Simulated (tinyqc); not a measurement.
Worked calculation: coherent transport through a tight-binding region between two chains. One step of it, computed by the program tinyqc.

Question. Transmission at E = 0.82 eV. Surface Green function g = (E - i sqrt(4 t^2 - E^2)) / (2 t^2); self-energy tc^2 g on each contact site; G = (E - H - Sigma)^(-1); Gamma = -2 Im Sigma; T = Gamma_L Gamma_R |G_LR|^2; local density of states -Im G_ii / pi.

H of the central region (eV):
```
[[0.480000, -2.090000, 0.000000, 0.000000, 0.000000, 0.000000],
 [-2.090000, 0.230000, -2.090000, 0.000000, 0.000000, 0.000000],
 [0.000000, -2.090000, -0.500000, -0.620000, 0.000000, 0.000000],
 [0.000000, 0.000000, -0.620000, -0.490000, -2.090000, 0.000000],
 [0.000000, 0.000000, 0.000000, -2.090000, 0.240000, -2.090000],
 [0.000000, 0.000000, 0.000000, 0.000000, -2.090000, -0.130000]]
```

Leads: semi-infinite chains with site energy 0:
```
parameter                           value
lead hopping t (eV)              1.510000
coupling to the left lead (eV)   1.060000
coupling to the right lead (eV)  0.210000
left contact site                       1
right contact site                      6
```

E = 0.820000 eV

Give: g; G; local density of states; transmission.

Answer.

g = 0.1798-0.6374i 1/eV

G (1/eV):
```
[[0.5392-0.2566i, 0.3549-0.1678i, -0.6394+0.3040i, 0.1649-0.0815i, 0.0864-0.0391i, -0.1888+0.0924i],
 [0.3549-0.1678i, -0.0809-0.1105i, 0.1464+0.1990i, -0.0388-0.0511i, -0.0191-0.0270i, 0.0441+0.0586i],
 [-0.6394+0.3040i, 0.1464+0.1990i, 0.5981-0.3602i, -0.1539+0.0959i, -0.0810+0.0467i, 0.1764-0.1089i],
 [0.1649-0.0815i, -0.0388-0.0511i, -0.1539+0.0959i, 0.4585-0.0320i, 0.2367-0.0084i, -0.5242+0.0343i],
 [0.0864-0.0391i, -0.0191-0.0270i, -0.0810+0.0467i, 0.2367-0.0084i, -0.1244-0.0086i, 0.2762+0.0108i],
 [-0.1888+0.0924i, 0.0441+0.0586i, 0.1764-0.1089i, -0.5242+0.0343i, 0.2762+0.0108i, 0.4475-0.0373i]]
```

local density of states (1/eV): [0.0817, 0.0352, 0.1147, 0.0102, 0.0027, 0.0119]

transmission = 0.0036
